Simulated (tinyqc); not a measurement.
Two-dimensional electron gas with Rashba and Dresselhaus coupling: one step. Spin-orbit field at one point of the Fermi circle.

H = c k^2/m + al (ky sx - kx sy) + b1 (kx sx - ky sy) + gam kx ky (kx sy - ky sx), s the Pauli matrices, x = [100], c = hbar^2/2m0, b1 = gam (pi/L)^2 (hard walls). H = c k^2/m + B.s, so E = c k^2/m -/+ |B| and the lower state has its spin along -B.

Inputs chosen for the exercise (of the size met in InGaAs; shifted at random, so the results belong to these values and not to a real crystal):
```
symbol  value  unit           meaning
al      0.35   eV angstrom    Rashba constant
gam     0      eV angstrom^3  bulk Dresselhaus constant
L       216    angstrom       width of the (001) well
phi     60     degrees        angle of k from [100]
```

k0 = 0.0114868 1/angstrom

Question. k = k0 (cos phi, sin phi). Form B, the splitting 2|B| and the direction of the lower spin, atan2(-By, -Bx).

Give: Bx, By; splitting; direction of the lower spin.

Answer.

Bx, By (meV): 3.4818  -2.0102

splitting = 8.0408 meV
direction of the lower spin = 150.0 degrees

(tinyqc, `OMP_NUM_THREADS=1 python tinyqc.py 1482891 1482892 out.jsonl`, Intel(R) Xeon(R) Processor @ 2.30GHz, 1 thread, shared host, about 0.01 s.)
